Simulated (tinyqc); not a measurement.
Worked calculation: plane-wave Kohn-Sham cycle with exchange-only LDA in a layered model solid. Computed by tinyqc, a small Python program that keeps every step. Settings: points = 16, plane-wave index or count = 2, electrons = 2, k points = 1, area = 40.0, mixing = 0.1, iteration cap = 50, Pulay depth = 5. Command: `OMP_NUM_THREADS=1 python tinyqc.py 31682 31683 out.jsonl` (the two numbers bound the seeds that draw the settings). One thread of a shared host (Intel(R) Xeon(R) Processor @ 2.60GHz), about 0.01 s of CPU time with the checks. Later iterations appear only in the table of the cycle.

## Iteration 1: potential

A solid whose potential varies along x alone (atomic units):
```
parameter                      value
period a                    9.500000
cross-section of the cell  40.000000
electrons per cell                 2
grid points                       16
plane waves -n..n, n               2
k points                           1
V1 in V1 cos(2 pi x/a)     -0.540000
V2 in V2 cos(4 pi x/a)      0.130000
```

density at the start, on the grid x_j = j a/N (e/bohr^3): [0.0052632, 0.0052632, 0.0052632, 0.0052632, 0.0052632, 0.0052632, 0.0052632, 0.0052632, 0.0052632, 0.0052632, 0.0052632, 0.0052632, 0.0052632, 0.0052632, 0.0052632, 0.0052632]

V_H(G) = 4 pi rho(G)/G^2 for G != 0 (uniform background); v_x = -(3 rho/pi)^(1/3); V = V_ext + V_H + v_x; Fourier components f(G_m) = (1/N) sum_j f(x_j) exp(-i G_m x_j).

Potentials on the grid (hartree):
```
x           V_ext      V_H       v_x         V
0.00000  -0.41000  0.00000  -0.17129  -0.58129
0.59375  -0.40697  0.00000  -0.17129  -0.57826
1.18750  -0.38184  0.00000  -0.17129  -0.55313
1.78125  -0.29857  0.00000  -0.17129  -0.46987
2.37500  -0.13000  0.00000  -0.17129  -0.30129
2.96875   0.11473  0.00000  -0.17129  -0.05657
3.56250   0.38184  0.00000  -0.17129   0.21054
4.15625   0.59082  0.00000  -0.17129   0.41953
4.75000   0.67000  0.00000  -0.17129   0.49871
5.34375   0.59082  0.00000  -0.17129   0.41953
5.93750   0.38184  0.00000  -0.17129   0.21054
6.53125   0.11473  0.00000  -0.17129  -0.05657
7.12500  -0.13000  0.00000  -0.17129  -0.30129
7.71875  -0.29857  0.00000  -0.17129  -0.46987
8.31250  -0.38184  0.00000  -0.17129  -0.55313
8.90625  -0.40697  0.00000  -0.17129  -0.57826
```

V(G_m), m = 0, 1, 2, ... (hartree): [-0.17129, -0.27000, 0.06500, 0.00000, 0.00000]

## Iteration 1: Hamiltonian at one k

k = 0.00000 2 pi / a

H(m,m') = (k + G_m)^2/2 delta + V(G_m - G_m'), with V(-G) = V(G).

H (hartree), order -2, -1, +0, +1, +2:
```
[[0.70358, -0.27000, 0.06500, 0.00000, 0.00000],
 [-0.27000, 0.04742, -0.27000, 0.06500, 0.00000],
 [0.06500, -0.27000, -0.17129, -0.27000, 0.06500],
 [0.00000, 0.06500, -0.27000, 0.04742, -0.27000],
 [0.00000, 0.00000, 0.06500, -0.27000, 0.70358]]
```

## Iteration 1: levels at that k

Diagonalise the Hermitian matrix.

eigenvalues (hartree): [-0.44264, -0.10746, 0.22413, 0.79346, 0.86321]

## Iteration 1: new density

Motion across x is left out: the lowest 1 band(s) hold two electrons at each of the k points (j + 1/2)/nk - 1/2. Residual R = rho(out) - rho(in); rho(new) = rho(in) + 0.1 R. rho(out) = 2/(a A nk) sum |psi|^2 with psi = sum c exp(i G x). Harris energy E = band energy - dV sum rho (V_H/2 + v_x) + (3/4) dV sum rho v_x with rho(in), dV = a A/N, band energy = (2/nk) sum of the filled levels.

rho(out) (e/bohr^3): [0.0159927, 0.0143100, 0.0102252, 0.0057918, 0.0025730, 0.0008889, 0.0002430, 0.0000619, 0.0000303, 0.0000619, 0.0002430, 0.0008889, 0.0025730, 0.0057918, 0.0102252, 0.0143100]

density after iteration 1 (e/bohr^3): [0.0063361, 0.0061678, 0.0057594, 0.0053160, 0.0049941, 0.0048257, 0.0047611, 0.0047430, 0.0047399, 0.0047430, 0.0047611, 0.0048257, 0.0049941, 0.0053160, 0.0057594, 0.0061678]

energy per cell = -0.7996299 hartree

## Iteration 2: potential

As before.

Potentials on the grid (hartree):
```
x           V_ext       V_H       v_x         V
0.00000  -0.41000   0.02371  -0.18222  -0.56851
0.59375  -0.40697   0.02140  -0.18059  -0.56617
1.18750  -0.38184   0.01517  -0.17652  -0.54319
1.78125  -0.29857   0.00675  -0.17186  -0.46369
2.37500  -0.13000  -0.00195  -0.16832  -0.30027
2.96875   0.11473  -0.00951  -0.16641  -0.06120
3.56250   0.38184  -0.01518  -0.16566   0.20100
4.15625   0.59082  -0.01863  -0.16545   0.40673
4.75000   0.67000  -0.01979  -0.16542   0.48479
5.34375   0.59082  -0.01863  -0.16545   0.40673
5.93750   0.38184  -0.01518  -0.16566   0.20100
6.53125   0.11473  -0.00951  -0.16641  -0.06120
7.12500  -0.13000  -0.00195  -0.16832  -0.30027
7.71875  -0.29857   0.00675  -0.17186  -0.46369
8.31250  -0.38184   0.01517  -0.17652  -0.54319
8.90625  -0.40697   0.02140  -0.18059  -0.56617
```

V(G_m), m = 0, 1, 2, ... (hartree): [-0.17108, -0.26322, 0.06460, -0.00011, 0.00001]

## Iteration 2: Hamiltonian at one k

k = 0.00000 2 pi / a

As before.

H (hartree), order -2, -1, +0, +1, +2:
```
[[0.70379, -0.26322, 0.06460, -0.00011, 0.00001],
 [-0.26322, 0.04764, -0.26322, 0.06460, -0.00011],
 [0.06460, -0.26322, -0.17108, -0.26322, 0.06460],
 [-0.00011, 0.06460, -0.26322, 0.04764, -0.26322],
 [0.00001, -0.00011, 0.06460, -0.26322, 0.70379]]
```

## Iteration 2: levels at that k

As before.

eigenvalues (hartree): [-0.43298, -0.10279, 0.22173, 0.78961, 0.85620]

## Iteration 2: new density

B (overlaps of the stored error matrices):
```
[[5.1324989e-04, 4.5772776e-04],
 [4.5772776e-04, 4.0823218e-04]]
```

Motion across x is left out: the lowest 1 band(s) hold two electrons at each of the k points (j + 1/2)/nk - 1/2. Residual R = rho(out) - rho(in); rho(new) = rho(in) + 0.1 R; Pulay mixing then takes sum c_i of the stored mixed densities, with c from B_ij = sum R_i R_j as in DIIS. rho(out) = 2/(a A nk) sum |psi|^2 with psi = sum c exp(i G x). Harris energy E = band energy - dV sum rho (V_H/2 + v_x) + (3/4) dV sum rho v_x with rho(in), dV = a A/N, band energy = (2/nk) sum of the filled levels.

rho(out) (e/bohr^3): [0.0158552, 0.0142132, 0.0102142, 0.0058438, 0.0026348, 0.0009282, 0.0002595, 0.0000675, 0.0000333, 0.0000675, 0.0002595, 0.0009282, 0.0026348, 0.0058438, 0.0102142, 0.0142132]

DIIS coefficients: [-8.21292, 9.21292]

density after iteration 2 (e/bohr^3): [0.0151059, 0.0135799, 0.0098635, 0.0058022, 0.0028205, 0.0012350, 0.0006138, 0.0004355, 0.0004037, 0.0004355, 0.0006138, 0.0012350, 0.0028205, 0.0058022, 0.0098635, 0.0135799]

energy per cell = -0.7816826 hartree

## Convergence

Stop when sqrt(dV sum R^2) is below 1e-8, dV = a A/N.

Course of the cycle:
```
iteration  E (hartree)  norm of the residual
1           -0.7996299              1.10e-01
2           -0.7816826              9.85e-02
3           -0.7124719              7.91e-03
4           -0.7133701              2.34e-02
5           -0.7128165              4.81e-04
6           -0.7128187              4.20e-04
7           -0.7128183              3.31e-05
8           -0.7128184              5.35e-06
9           -0.7128184              1.47e-05
10          -0.7128184              2.88e-08
11          -0.7128184              7.70e-11
```

Converged in 11 iterations. Before convergence this energy mixes input and output and is not variational, so it may rise towards its limit.
